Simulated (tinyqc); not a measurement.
Time-domain thermoreflectance: layered heat flow under a modulated pulse train, and what the signal ratio measures: one step, computed by the program tinyqc.

Pulses repeat at 80 MHz; heat is laid down at the surface, all layers are isotropic.

Task: Length and time scales. Penetration depth sqrt(kappa/(pi f C)); effusivity sqrt(kappa C); cooling time of the metal d C_m/G; Kapitza length kappa/G.

Inputs (values chosen for the exercise, modelled on aluminium on sapphire):

| quantity | value | unit |
|---|---|---|
| metal thickness d | 62 | nm |
| metal heat capacity | 2.42 | MJ/(m^3 K) |
| boundary conductance G under the metal | 43 | MW/(m^2 K) |
| substrate conductivity kappa | 32.5 | W/(m K) |
| substrate heat capacity C | 3.02 | MJ/(m^3 K) |
| modulation frequency f | 9.8 | MHz |
| spot radius w (1/e^2, pump and probe) | 8.2 | micrometre |

Stack: metal, substrate.

Give: penetration depth; effusivity; cooling time of the metal; Kapitza length; depth over spot radius.

Result:

penetration depth = 0.5912 micrometre

effusivity = 9907 W s^(1/2)/(m^2 K)

cooling time of the metal = 3489 ps

Kapitza length = 755.8 nm

depth over spot radius = 0.07210
